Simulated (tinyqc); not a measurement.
Illuminated p-n diode, drift-diffusion by the Gummel loop with Scharfetter-Gummel fluxes: two steps of the calculation.

Abrupt junction at x = 0, p side from -Lp, n side to Ln, ohmic contacts. psi is counted from the intrinsic level; n = ni exp((psi - phin)/Vt), p = ni exp((phip - psi)/Vt). Contacts: p side psi = V - Vt ln(Na/ni), p = Na, n = ni^2/Na; n side psi = Vt ln(Nd/ni), n = Nd, p = ni^2/Nd. Constant mobilities, D = mu Vt, Boltzmann statistics, SRH recombination through a mid-gap level, U = (n p - ni^2)/(tp (n + ni) + tn (p + ni)). Current is positive from the p contact to the n contact.

Parameters, values chosen for the exercise; band and dielectric values close to those of silicon: temperature T = 300 K; relative permittivity eps_r = 11.9; acceptor density of the p side Na = 6.8e16 cm^-3; donor density of the n side Nd = 2.4e17 cm^-3; electron mobility mun = 600 cm^2/(V s); hole mobility mup = 240 cm^2/(V s); SRH lifetime of electrons tn = 3e-7 s; SRH lifetime of holes tp = 9e-7 s; uniform generation rate G = 3e21 cm^-3 s^-1; bias of the p contact V = 0.39 V.

Constants: q = 1.602176634e-19 C, kB = 1.380649e-23 J/K, Vt = kB T/q, eps0 = 8.8541878128e-14 F/cm where lengths are in cm. Results are converted to the units shown.

Problem 1. Poisson equation. With phin and phip held, solve a_i (psi_(i+1) - psi_i) - a_(i-1) (psi_i - psi_(i-1)) + q w_i (p_i - n_i + C_i) = 0 for the inner nodes by Newton steps to convergence; a_i = eps0 eps_r/h_i, h_i = x_(i+1) - x_i, w_i = (h_(i-1) + h_i)/2, C = -Na or +Nd.

x, node 0 to 13 (nm): [-1000, -593, -345, -194, -101, -44.9, -10.5, 10.5, 42.7, 91.9, 167, 283, 459, 730]
ni = 8.7854898e9 cm^-3
phin after round 1, node 0 to 13 (V): [0.39000000, -0.10094425, -0.09602668, -0.07922657, -0.04250172, -0.00223485, -0.00000131, -0.00000014, -0.00000013, -0.00000013, -0.00000012, -0.00000010, -0.00000006, 0.00000000]
phip after round 1, node 0 to 13 (V): [0.39000000, 0.39000088, 0.39000126, 0.39000144, 0.39000154, 0.39000177, 0.39006475, 0.41106550, 0.47531641, 0.50613397, 0.52246091, 0.53198316, 0.53251574, 0.00000000]

Find: psi; n after Poisson; p after Poisson.

Solution 1.

psi, node 0 to 13 (V): [-0.0201, -0.0201, -0.0201, -0.0200, -0.0162, 0.0462, 0.2329, 0.4072, 0.4408, 0.4426, 0.4427, 0.4427, 0.4427, 0.4427]
n after Poisson, node 0 to 13 (cm^-3): [1135, 2.007e11, 1.659e11, 8.691e10, 2.431e10, 5.712e10, 7.191e13, 6.076e16, 2.237e17, 2.396e17, 2.400e17, 2.400e17, 2.400e17, 2.400e17]
p after Poisson, node 0 to 13 (cm^-3): [6.800e16, 6.800e16, 6.800e16, 6.778e16, 5.855e16, 5.248e15, 3.833e12, 1.022e10, 3.333e10, 1.025e11, 1.924e11, 2.781e11, 2.839e11, 321.6]

Problem 2. Recombination and current. U_i as defined. J = Jn at the p contact + Jp at the n contact + q sum w_i U_i - q G sum w_i over the inner nodes, which avoids differences of large majority fluxes: Jn = (q mun Vt/h_0)[n_1 B(d_0) - n_0 B(-d_0)], Jp = (q mup Vt/h_last)[p_(N-1) B(d_last) - p_N B(-d_last)], d_i = (psi_(i+1) - psi_i)/Vt, B(d) = d/(exp(d) - 1), w_i = (h_(i-1) + h_i)/2.

x, node 0 to 13 (nm): [-1000, -593, -345, -194, -101, -44.9, -10.5, 10.5, 42.7, 91.9, 167, 283, 459, 730]
ni = 8.7854898e9 cm^-3
converged psi, node 0 to 13 (V): [-0.02006227, -0.02006147, -0.02006039, -0.01997845, -0.01619430, 0.04616132, 0.23292802, 0.40715100, 0.44084403, 0.44262426, 0.44266454, 0.44266496, 0.44266500, 0.44266503]
converged n, node 0 to 13 (cm^-3): [1135.0711, 2.0068900e11, 1.6593038e11, 8.6910370e10, 2.4305013e10, 5.7119547e10, 7.1912860e13, 6.0758096e16, 2.2367736e17, 2.3962291e17, 2.3999653e17, 2.4000026e17, 2.4000028e17, 2.4e17]
converged p, node 0 to 13 (cm^-3): [6.8e16, 6.8000196e16, 6.7998391e16, 6.7783676e16, 5.8553902e16, 5.2484531e15, 3.8330718e12, 1.0221801e10, 3.3333099e10, 1.0248987e11, 1.9243523e11, 2.7812789e11, 2.8391686e11, 321.60346]

Wanted: U; Jn at the p contact; Jp at the n contact; recombination; generation; J.

Solution 2.

U, node 0 to 13 (cm^-3 s^-1): [0, 6.690e17, 5.531e17, 2.897e17, 8.102e16, 1.904e17, 4.184e18, 1.136e16, 3.704e16, 1.139e17, 2.138e17, 3.090e17, 3.155e17, 0]
Jn at the p contact = 0.01225 A/cm^2
Jp at the n contact = 0.01041 A/cm^2
recombination = 1.026e-5 A/cm^2
generation = 0.06686 A/cm^2
J = -0.04418 A/cm^2

tinyqc, about 0.7 s, one thread, Intel Xeon 2.30GHz (shared host): `OMP_NUM_THREADS=1 python tinyqc.py 2240102 2240103 out.jsonl`
